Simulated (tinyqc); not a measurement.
# CMOS inverter, nodal equation and switching: what changes with what

An n-channel pull-down (bn, VTn) and a p-channel pull-up (bp, VTp) share the input Vin and the output node Vout, which carries the load C. Transistor (EKV form, voltages against the body): I = 2 n b Vt^2 [F(vp - Vs) - F(vp - Vd)] from drain to source, F(v) = ln^2(1 + exp(v/(2 Vt))), vp = (Vg - VT + sg |Vd - Vs|)/n. n-channel bodies are at 0; for the p-channel device all voltages are counted down from Vdd. b in uA/V^2 gives I in uA. Static: In = Ip. Transient: C dVout/dt = Ip - In. No velocity saturation, no gate capacitance beyond C.

Inputs (values chosen for the exercise):
- T = 350 K (temperature)
- Vdd = 0.9 V (supply voltage)
- n = 1.4 (slope factor)
- sg = 0.026 (drain-induced barrier lowering)
- VTn = 0.29 V (n-channel threshold)
- VTp = 0.31 V (p-channel threshold (magnitude))
- bn = 610 uA/V^2 (gain factor of the pull-down transistor)
- bp = 300 uA/V^2 (gain factor of the pull-up transistor)
- C = 0.67 fF (load capacitance)

Constants: q = 1.602176634e-19 C, kB = 1.380649e-23 J/K, Vt = kB T/q. Results are converted to the units shown.

Each table varies one quantity; the others keep the values above.

## Effect of the supply voltage

VM solves In = Ip with Vin = Vout; VIL and VIH are the inputs of gain -1, NML = VIL - Vout(VIH), NMH = Vout(VIL) - VIH. For a step input the delay to Vdd/2 is tHL = C times the integral of dV/(In - Ip) from Vdd/2 to Vdd at Vin = Vdd, and tLH likewise with Ip - In from 0 to Vdd/2 at Vin = 0.

Effect of the supply voltage:
```
Vdd (V)	VM (V)	gain at VM	NML (V)	NMH (V)	tHL (ps)	tLH (ps)
0.2	0.07645	-9.430	0.03577	0.08710	462.2	1452
0.3	0.1247	-23.50	0.08253	0.1350	103.7	296.0
0.4	0.1736	-33.56	0.1280	0.1823	33.06	85.79
0.5	0.2220	-37.07	0.1713	0.2288	15.09	36.41
0.6	0.2696	-38.04	0.2116	0.2743	8.819	20.31
0.8	0.3616	-38.40	0.2806	0.3619	4.453	9.782
1	0.4494	-38.45	0.3334	0.4468	2.892	6.215
1.2	0.5344	-38.46	0.3747	0.5310	2.121	4.502
```

What does the comparison show?

As Vdd goes from 0.2 to 1.2 V, VM rises from 0.0765 to 0.534 V, the size of the gain rises from 9.43 to 38.5, tHL falls from 462 to 2.12 ps and tLH falls from 1450 to 4.50 ps. The smaller margin is largest, 0.375 V, at Vdd = 1.2 V among the rows. For Vdd = 0.8 to 1.2 V the overdrive passes 0.5 V, where velocity saturation, left out here, would lengthen the delays of short devices. For Vdd = 0.2 to 0.3 V the supply is below a threshold, where mismatch, left out here, dominates margins and delay.

## Energy per operation against supply voltage

A chain of 20 such gates sets the cycle time tc = 20 (tHL + tLH)/2; per gate and cycle the switching energy is 0.1 C Vdd^2 and the leakage energy Vdd Ileak tc, Ileak the mean supply current at Vin = 0 and Vdd.

Energy per operation against supply voltage:
```
Vdd (V)	tc (ns)	switching (aJ)	leakage (aJ)	total (aJ)
0.15	45.37	1.508	7.562	9.069
0.2	19.15	2.680	4.419	7.099
0.25	8.452	4.188	2.518	6.705
0.3	3.997	6.030	1.473	7.503
0.35	2.072	8.207	0.9183	9.126
0.4	1.188	10.72	0.6206	11.34
0.5	0.5150	16.75	0.3571	17.11
0.6	0.2913	24.12	0.2575	24.38
0.8	0.1424	42.88	0.1894	43.07
1	0.09107	67.00	0.1709	67.17
```

Read the table: what changes, and by how much?

The total energy goes from 9.07 through a minimum of 6.71 (at Vdd = 0.25 V among the rows listed) to 67.2 aJ, while the cycle time falls from 45.4 to 0.0911 ns. Leakage makes up 83 % of the total in the first row and 0.25 % in the last. Below threshold the cycle lengthens exponentially and leakage flows for all of it, hence the minimum. For Vdd = 0.8 to 1 V the overdrive passes 0.5 V, where velocity saturation, left out here, would lengthen the delays of short devices. For Vdd = 0.15 to 0.3 V the supply is below a threshold, where mismatch, left out here, dominates margins and delay.

## Effect of the gain factor of the pull-up transistor

Same model as above.

Result of one run:
```
bp (uA/V^2)	VM (V)	gain at VM	NML (V)	NMH (V)	tHL (ps)	tLH (ps)
440	0.4244	-38.44	0.3289	0.3838	3.516	5.200
```

What becomes of these results when the gain factor of the pull-up transistor bp is changed from 440 to 1000 uA/V^2, all else the same?

Result of the changed run:
```
bp (uA/V^2)	VM (V)	gain at VM	NML (V)	NMH (V)	tHL (ps)	tLH (ps)
1000	0.4642	-38.44	0.3729	0.3400	3.516	2.288
```

The whole series:
```
bp (uA/V^2)	VM (V)	gain at VM	NML (V)	NMH (V)	tHL (ps)	tLH (ps)
120	0.3626	-38.40	0.2627	0.4535	3.516	19.07
190	0.3842	-38.42	0.2855	0.4291	3.516	12.04
290	0.4043	-38.43	0.3071	0.4063	3.516	7.890
440	0.4244	-38.44	0.3289	0.3838	3.516	5.200
680	0.4455	-38.44	0.3521	0.3605	3.516	3.365
1000	0.4642	-38.44	0.3729	0.3400	3.516	2.288
1600	0.4867	-38.44	0.3982	0.3157	3.516	1.430
2400	0.5059	-38.43	0.4199	0.2953	3.516	0.9533
```

As bp goes from 120 to 2400 uA/V^2, VM rises from 0.363 to 0.506 V, the size of the gain stays near 38.4, tHL stays near 3.52 ps and tLH falls from 19.1 to 0.953 ps. The smaller margin is largest, 0.352 V, at bp = 680 uA/V^2 among the rows. A stronger pull-up raises VM and trades low-side against high-side margin. In every row the overdrive passes 0.5 V, where velocity saturation, left out here, would lengthen the delays of short devices.

Computed by the program tinyqc: `OMP_NUM_THREADS=1 python tinyqc.py 2340054 2340055 out.jsonl`, one thread of a shared Intel Xeon 2.30GHz, about 0.03 s for the whole run.
